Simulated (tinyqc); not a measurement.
Thickness, silicon consumed, volume change, sheet resistance: thermodynamics of metal silicides: hull, first phase, silicon consumed, nucleation and stability against SiO2. Computed by tinyqc, a small Python program. Command: `OMP_NUM_THREADS=1 python tinyqc.py 3019480 3019481 out.jsonl silphase walk`. One thread of a shared host (Intel(R) Xeon(R) Processor @ 2.30GHz), about 0.01 s of CPU time with the checks.

Entropies of formation of the solids are neglected, so heats stand for free energies. Si fractions: M5Si3 0.3750, MSi 0.5000, MSi2 0.6667.

Inputs (values chosen for the exercise, of the order of those of tungsten silicides for heats and volumes only): molar volume of M = 9.55 cm^3/mol; molar volume of Si = 12.06 cm^3/mol; metal thickness t = 31 nm.

Phases: M5Si3, MSi, MSi2.

volumes of the three phases per mole of M (cm^3/mol): 13.5  16.8  24.1

resistivities of the three phases (microohm cm): 28  26  36

Method. Per phase M_a Si_b, for ample silicon (not limited to t_Si): silicide thickness = t V/V_M; silicon consumed = t (b/a) V_Si/V_M; net volume change = V/(V_M + (b/a) V_Si) - 1; the top surface lies (silicide thickness - silicon consumed) above the old interface; sheet resistance = resistivity/thickness.

Films:

| phase | thickness (nm) | Si consumed (nm) | volume change (%) | top above old interface (nm) | sheet resistance (ohm) |
|---|---|---|---|---|---|
| M5Si3 | 43.822 | 23.489 | -19.576 | 20.333 | 6.3895 |
| MSi | 54.534 | 39.148 | -22.258 | 15.386 | 4.7677 |
| MSi2 | 78.230 | 78.295 | -28.423 | -0.065 | 4.6018 |

silicon consumed by MSi = 39.148 nm

sheet resistance of MSi = 4.7677 ohm

What follows from these numbers?

For a given sheet resistance the silicon consumed goes as resistivity x (b/a)/V: M5Si3 1.24, MSi 1.55, MSi2 2.99. It is least for M5Si3, which matters on shallow junctions and thin silicon. All three reactions shrink the total volume.

Extremes, crossings and ranges named in words are read from the listed rows.
